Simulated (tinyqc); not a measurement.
From diffusion length 2 sqrt(Dt) back to preheat temperature T0: millisecond and nanosecond annealing: surface heating, thermal budget and solid-phase regrowth. Computed by tinyqc, a small Python program. Command: `OMP_NUM_THREADS=1 python tinyqc.py 3016510 3016511 out.jsonl flash inv`. One thread of a shared host (Intel(R) Xeon(R) Processor @ 2.30GHz), about 0.08 s of CPU time with the checks.

A square pulse heats the surface of a thick wafer with constant thermal properties; losses by radiation are neglected and silicon melts at 1414 C.

Inputs (values chosen for the exercise, modelled on hot silicon with boron):
```
quantity,value,unit
incident fluence,20.9,J/cm^2
pulse length t_p,0.00081,s
reflectance R,0.31,-
thermal conductivity k,0.26,W/(cm K)
heat capacity per volume c,2.19,J/(cm^3 K)
dopant prefactor D0,0.967,cm^2/s
dopant activation energy E,3.52,eV
regrowth prefactor v0,3.9e+08,cm/s
regrowth energy E_v,2.73,eV
```

Source: scanned laser.

Constants: k_B = 8.617333262e-05 eV/K.

Method:
- Absorbed flux q = (1 - R) fluence/t_p; kappa = k/c. With f(z, t) = (2 q/k) sqrt(kappa t) ierfc(z/(2 sqrt(kappa t))), ierfc(x) = exp(-x^2)/sqrt(pi) - x erfc(x): T = T0 + f(z, t) during the pulse and T0 + f(z, t) - f(z, t - t_p) after it.
- At the surface the rise at the end of the pulse is 2 q sqrt(t_p/(pi k c)); the fluence that just melts the surface scales with (1414 - T0).
- Temperatures in kelvin are T(C) + 273.15.
- Integrate exp(-E/(k_B T(t))) at the surface from 0 to 10 t_p (Gauss-Legendre, 60 points in sqrt(t) up to t_p and 60 in sqrt(t - t_p) after it). (Dt) = D0 x integral with E; regrowth = v0 x integral with E_v; effective time = integral/exp(-E/(k_B T_peak)).

Task: A run gave the result below. Find the preheat temperature T0, known to lie between 280 and 550 C.

diffusion length 2 sqrt(Dt) = 0.2577147 nm

Result:

Each step takes the trial c = (a f_b - b f_a)/(f_b - f_a), f being the result less the target and a, b, c the logarithms of the listed values; c replaces end b, the old b replaces a if the sign of f changed, and otherwise f_a is halved.

Scan of the range:
```
preheat temperature T0 (C),diffusion length 2 sqrt(Dt) (nm)
280,0.031114
313,0.046755
351,0.073009
392,0.115077
439,0.188122
491,0.313188
550,0.537073
```

False position (Illinois rule, in the logarithm of the input) inside the bracket:
```
step,end a,end b,trial,diffusion length 2 sqrt(Dt) (nm)
1,439.000,491.000,467.216,0.249107
2,491.000,467.216,470.342,0.256819
3,491.000,470.342,470.975,0.258405
4,470.342,470.975,470.699,0.257713
5,470.975,470.699,470.700,0.257715
6,470.975,470.700,470.700,0.257715
7,470.700,470.700,470.700,0.257715
```

Diffusion length 2 sqrt(Dt) rises at every point of a 13-point scan of the range (every second point is shown), so one value fits; it is bracketed by 439 and 491. Answer: preheat temperature T0 = 470.7 C.

Caution: equilibrium diffusivities are used; implant damage enhances diffusion, and k and c vary with temperature.
